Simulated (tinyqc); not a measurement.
Changing the process gas flow: gas flow in a process chamber: flow regimes, conductance, effective pumping speed, pump-down, outgassing and purge. Computed by tinyqc, a small Python program. Command: `OMP_NUM_THREADS=1 python tinyqc.py 3120507 3120508 out.jsonl pump sweep`. One thread of a shared host (Intel(R) Xeon(R) Processor @ 2.30GHz), about 0.01 s of CPU time with the checks.

Ideal gas, isothermal flow, a pump of constant speed at the end of a round pipe; process gas, volume gas and outgassing are given the same properties. 1 sccm = 101325 Pa x 1e-6 m^3/60 s x T/273.15 K.

Inputs (values chosen for the exercise, modelled on nitrogen near room temperature):
```
quantity,value,unit
molar mass M,28.01,g/mol
molecular diameter,0.37,nm
viscosity eta,17.8,micropascal s
temperature T,350,K
chamber volume V,88,L
pipe diameter d,16,cm
pipe length l,64,cm
pump speed S,980,L/s
```

Constants: k_B = 1.380649e-23 J/K; u = 1.6605390666e-27 kg.

Method:
- Mean speed c = sqrt(8 k_B T/(pi m)); aperture conductance C_a = c pi d^2/16; molecular pipe C_m = C_a/(1 + 3 l/(4 d)) (Dushman form); viscous pipe C_v = pi d^4 p_mean/(128 eta l); Knudsen interpolation C = C_v + C_m (1 + x)/(1 + 1.24 x), x = d p_mean sqrt(m/(k_B T))/eta.
- Effective speed 1/S_eff = 1/S + 1/C_m; time constant V/S_eff; pressure at which the free path k_B T/(sqrt2 pi d_m^2 p) equals d.
- Steady flow: the pump inlet is at p_2 = Q/S, and the chamber pressure p_1 solves Q = C((p_1 + p_2)/2) (p_1 - p_2). Residence time = p_1 V/Q.
- Knudsen number = free path at the mean pressure over d.

One run for each value:
```
process gas flow (sccm),chamber pressure p_1 (Pa),conductance C (L/s),Knudsen number,residence time (s)
0.1,5.562e-04,645,1.278e+02,0.2262
0.3,1.672e-03,643,4.255e+01,0.2266
1,5.605e-03,637,1.271e+01,0.2279
3,1.698e-02,627,4.207e+00,0.2302
10,5.644e-02,630,1.265e+00,0.2295
30,1.583e-01,705,4.423e-01,0.2146
100,4.380e-01,996,1.508e-01,0.1781
300,1.038e+00,1726,5.839e-02,0.1408
1000,2.746e+00,4020,2.005e-02,0.1117
10000,2.275e+01,32173,2.215e-03,0.0925
```

Give the missing row, process gas flow (sccm) = 3000.

Computed row:
```
process gas flow (sccm)  chamber pressure p_1 (Pa)  conductance C (L/s)  Knudsen number  residence time (s)
3000                                     7.253e+00                10319       7.156e-03              0.0983
```

Interpolating between the two neighbouring rows (the first column on a logarithmic scale, the others too where they are positive) misses most in conductance C (L/s), by 5.1 %. Over the rows, chamber pressure p_1 (Pa) rises from 5.56e-4 to 22.8 (exponent d ln y / d ln x 1.0 between the first rows and 0.95 between the last); conductance C (L/s) goes from 645 through a minimum among these rows, 627 at 3.00, to 32200; Knudsen number falls from 128 to 0.00222 (exponent d ln y / d ln x between -1.0 and -0.86). At the low end the exponent of chamber pressure p_1 is 1.00, close to 1: constant speed and conductance.

Extremes, crossings and ranges named in words are read from the listed rows.
